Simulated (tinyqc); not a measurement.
Keating valence-force model of a tetrahedral crystal: one step, computed by the program tinyqc. Command: `OMP_NUM_THREADS=1 python tinyqc.py 3023671 3023672 out.jsonl keating walk`. One thread of a shared host (Intel(R) Xeon(R) Processor @ 2.30GHz), about 0.02 s of CPU time with the checks.

Atom A sits at 0 and atom B at a/4 (1,1,1) of an fcc lattice; the four bonds from A are t = a/4 (1,1,1), a/4 (1,-1,-1), a/4 (-1,1,-1), a/4 (-1,-1,1), of length d = sqrt(3) a/4. Energy: E = (3 alpha/(8 d^2)) sum over bonds (r.r - d^2)^2 + (3 beta/(8 d^2)) sum over pairs of bonds at one atom (r_i.r_j + d^2/3)^2, with beta_A for the six pairs at A and beta_B for the six at B. The cell holds two atoms, Omega = a^3/4. 1 N/m = 1 J/m^2. With constants fitted to the elastic moduli this model puts optical and zone-boundary frequencies of real crystals too high, by up to about 20 % in elemental crystals and up to about 50 % in compounds, and mostly by more for TA modes; in compounds the lattice part of the static dielectric constant then comes out too low.

Problem. Frequencies at q. Diagonalise the Hermitian matrix D. An eigenvalue lambda of D in eV/(angstrom^2 u) gives nu = 15.6333042 THz x sqrt(lambda). The weight on A is the sum of |e|^2 over the three components of atom A.

Structure: zinc blende.

D(q) (eV/(angstrom^2 u)):
```
                      A x                   A y                   A z                   B x
A x             0.2385593             0.0050799  0.0000000+0.0165124i            -0.0786973
A y             0.0050799             0.2144482  0.0000000+0.0033368i             0.1060089
A z  0.0000000-0.0165124i  0.0000000-0.0033368i             0.2242682  0.0000000-0.0326126i
B x            -0.0786973             0.1060089  0.0000000+0.0326126i             0.5370473
B y             0.1060089            -0.0786973  0.0000000+0.1613832i             0.0114358
B z  0.0000000+0.0326126i  0.0000000+0.1613832i            -0.0786973  0.0000000+0.0371728i

                      B y                   B z
A x             0.1060089  0.0000000-0.0326126i
A y            -0.0786973  0.0000000-0.1613832i
A z  0.0000000-0.1613832i            -0.0786973
B x             0.0114358  0.0000000-0.0371728i
B y             0.4827681  0.0000000-0.0075119i
B z  0.0000000+0.0075119i             0.5048751
```

Constants: nu for 1 eV/(angstrom^2 u) = 15.6333042 THz.

Give: frequencies; weights on atom A.

Solution.

frequencies (THz): 4.883  5.576  7.136  11.114  12.186  12.661

weights on atom A: 0.76986  0.78572  0.94687  0.05982  0.25631  0.18143
